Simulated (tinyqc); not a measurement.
# MOSFET in the linear regime without short-channel effects, parameter extraction from computed curves: extraction methods against the drawn gate length

Inversion charge Q = Cox n Vt W0(exp((Vg - VT)/(n Vt))), W0 the Lambert function and n = nf; u = Q/Cox; mobility mu = mu0/(1 + th1 u + th2 u^2); channel resistance Rch = (L - dL)/(W mu Q); Id = Vd/(Rch + Rsd/W). Cox = eps0 eox/tox. Small Vd, no channel-length or drain effects.

From the continuous curve Id(Vg): tangent at peak gm (V_ext = Vg - Id/gm); constant current Id = 0.1 uA W/L; peak of d2Id/dVg2; Y = Id/sqrt(gm) drawn through Vg = VT + 0.6 and VT + 0.8 V, with intercept VT_Y and slope s. Mobilities gm,max L/(W Cox Vd) and s^2 L/(W Cox Vd) with the drawn L. Last column: share of Rsd/W in the total resistance at VT + 0.8 V.

Inputs (values chosen for the exercise); channel values of the order met in silicon transistors:

| symbol | value | unit | meaning |
|---|---|---|---|
| T | 300 | K | temperature |
| eox | 21.9 |  | relative permittivity of the gate insulator (close to hafnium oxide) |
| tox | 20 | nm | insulator thickness |
| mu0 | 180 | cm^2/(V s) | low-field mobility |
| th1 | 0.1 | 1/V | first mobility attenuation factor |
| th2 | 0 | 1/V^2 | second mobility attenuation factor |
| VT | 0.41 | V | threshold voltage |
| nf | 1.17 |  | body factor |
| W | 1 | um | gate width |
| dL | 0.01 | um | drawn less effective length |
| Rsd | 240 | ohm um | source plus drain resistance |
| Vd | 0.02 | V | drain voltage |

Constants: q = 1.602176634e-19 C, kB = 1.380649e-23 J/K, Vt = kB T/q, eps0 = 8.8541878128e-14 F/cm where lengths are in cm. Results are converted to the units shown.

Results:

| L (um) | V_ext (V) | constant current (V) | second derivative (V) | VT_Y (V) | mobility from gm (cm^2/(V s)) | mobility from Y (cm^2/(V s)) | series share (%) |
|---|---|---|---|---|---|---|---|
| 0.03 | 0.390 | 0.417 | 0.394 | 0.454 | 142 | 245 | 58.0 |
| 0.062 | 0.405 | 0.428 | 0.400 | 0.454 | 139 | 195 | 34.7 |
| 0.13 | 0.417 | 0.433 | 0.402 | 0.454 | 143 | 177 | 18.7 |
| 0.27 | 0.425 | 0.435 | 0.403 | 0.454 | 147 | 170 | 9.59 |
| 1.2 | 0.436 | 0.437 | 0.404 | 0.454 | 152 | 165 | 2.26 |
| 2.4 | 0.438 | 0.437 | 0.404 | 0.454 | 153 | 164 | 1.14 |
| 5 | 0.439 | 0.437 | 0.404 | 0.454 | 154 | 164 | 0.550 |

Estimate the missing row, L = 0.56 um.

Computed row:

| L (um) | V_ext (V) | constant current (V) | second derivative (V) | VT_Y (V) | mobility from gm (cm^2/(V s)) | mobility from Y (cm^2/(V s)) | series share (%) |
|---|---|---|---|---|---|---|---|
| 0.56 | 0.432 | 0.436 | 0.403 | 0.454 | 150 | 166 | 4.77 |

With this row back in the table: The model has VT = 0.41 V and mu0 = 180 cm^2/(V s). Over the table the extracted thresholds move by 50 mV (tangent), 20 mV (constant current), 9.5 mV (second derivative), under 0.5 mV (Y function). The mobility from gm goes from 142 through a minimum of 139 (at L = 0.062 among the rows listed) to 154 and that from Y falls from 245 to 164 cm^2/(V s).

Computed by the program tinyqc: `OMP_NUM_THREADS=1 python tinyqc.py 2210113 2210114 out.jsonl`, one thread of a shared Intel Xeon 2.30GHz, about 0.01 s for the whole run.
